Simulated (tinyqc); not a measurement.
Inside a calculation. Method: Pariser-Parr-Pople SCF with singles CI, for the molecule O=C1C=CC(=O)C=C1 (SMILES; centres numbered as the heavy atoms are written). One step of it, computed by the program tinyqc.

Task: Iteration 1: Fock matrix. F_rr = H_rr + P_rr gamma_rr / 2 + sum_(s != r) P_ss gamma_rs; F_rs = H_rs - P_rs gamma_rs / 2; E = tr P (H + F) / 2 + core repulsion sum_(r<s) z_r z_s gamma_rs.

P at the start, order 1O, 2C, 3C, 4C, 5C, 6O, 7C, 8C:
```
[[1.254463, 0.741614, -0.008321, -0.290013, -0.156960, 0.438482, -0.290013, -0.008321],
 [0.741614, 0.938154, 0.439127, 0.128922, -0.051375, -0.156960, 0.128922, 0.439127],
 [-0.008321, 0.439127, 0.903692, 0.806447, 0.128922, -0.290013, -0.193553, -0.096308],
 [-0.290013, 0.128922, 0.806447, 0.903692, 0.439127, -0.008321, -0.096308, -0.193553],
 [-0.156960, -0.051375, 0.128922, 0.439127, 0.938154, 0.741614, 0.439127, 0.128922],
 [0.438482, -0.156960, -0.290013, -0.008321, 0.741614, 1.254463, -0.008321, -0.290013],
 [-0.290013, 0.128922, -0.193553, -0.096308, 0.439127, -0.008321, 0.903692, 0.806447],
 [-0.008321, 0.439127, -0.096308, -0.193553, 0.128922, -0.290013, 0.806447, 0.903692]]
```

core matrix H (eV), order 1O, 2C, 3C, 4C, 5C, 6O, 7C, 8C:
```
[[-42.581627, -2.400000, 0.000000, 0.000000, 0.000000, 0.000000, 0.000000, 0.000000],
 [-2.400000, -41.609383, -2.290000, 0.000000, 0.000000, 0.000000, 0.000000, -2.290000],
 [0.000000, -2.290000, -40.209636, -2.290000, 0.000000, 0.000000, 0.000000, 0.000000],
 [0.000000, 0.000000, -2.290000, -40.209636, -2.290000, 0.000000, 0.000000, 0.000000],
 [0.000000, 0.000000, 0.000000, -2.290000, -41.609383, -2.400000, -2.290000, 0.000000],
 [0.000000, 0.000000, 0.000000, 0.000000, -2.400000, -42.581627, 0.000000, 0.000000],
 [0.000000, 0.000000, 0.000000, 0.000000, -2.290000, 0.000000, -40.209636, -2.290000],
 [0.000000, -2.290000, 0.000000, 0.000000, 0.000000, 0.000000, -2.290000, -40.209636]]
```

repulsion gamma_rs (eV), order 1O, 2C, 3C, 4C, 5C, 6O, 7C, 8C:
```
[[15.200000, 5.774219, 4.092627, 3.001369, 2.720105, 2.199311, 3.001369, 4.092627],
 [5.774219, 11.130000, 5.346287, 3.872515, 3.517455, 2.720105, 3.872515, 5.346287],
 [4.092627, 5.346287, 11.130000, 5.345539, 3.872515, 3.001369, 3.518103, 3.873196],
 [3.001369, 3.872515, 5.345539, 11.130000, 5.346287, 4.092627, 3.873196, 3.518103],
 [2.720105, 3.517455, 3.872515, 5.346287, 11.130000, 5.774219, 5.346287, 3.872515],
 [2.199311, 2.720105, 3.001369, 4.092627, 5.774219, 15.200000, 4.092627, 3.001369],
 [3.001369, 3.872515, 3.518103, 3.873196, 5.346287, 4.092627, 11.130000, 5.345539],
 [4.092627, 5.346287, 3.873196, 3.518103, 3.872515, 3.001369, 5.345539, 11.130000]]
```

Centres (angstrom, eV; a flat drawing with bonds scaled to 1.40 angstrom):
```
centre          x          y  core charge z          W   gamma_rr
1O       2.800000   0.000000              1  17.700000  15.200000
2C       1.400000   0.000000              1  11.160000  11.130000
3C       0.700000   1.212000              1  11.160000  11.130000
4C      -0.700000   1.212000              1  11.160000  11.130000
5C      -1.400000   0.000000              1  11.160000  11.130000
6O      -2.800000   0.000000              1  17.700000  15.200000
7C      -0.700000  -1.212000              1  11.160000  11.130000
8C       0.700000  -1.212000              1  11.160000  11.130000
```

Give: F; pi energy.

Result:

F (eV), order 1O, 2C, 3C, 4C, 5C, 6O, 7C, 8C:
```
[[-9.498, -4.541, 0.017, 0.435, 0.213, -0.482, 0.435, 0.017],
 [-4.541, -5.771, -3.464, -0.250, 0.090, 0.213, -0.250, -3.464],
 [0.017, -3.464, -6.123, -4.445, -0.250, 0.435, 0.340, 0.187],
 [0.435, -0.250, -4.445, -6.123, -3.464, 0.017, 0.187, 0.340],
 [0.213, 0.090, -0.250, -3.464, -5.771, -4.541, -3.464, -0.250],
 [-0.482, 0.213, 0.435, 0.017, -4.541, -9.498, 0.017, 0.435],
 [0.435, -0.250, 0.340, 0.187, -3.464, 0.017, -6.123, -4.445],
 [0.017, -3.464, 0.187, 0.340, -0.250, 0.435, -4.445, -6.123]]
```

pi energy = -112.443 eV
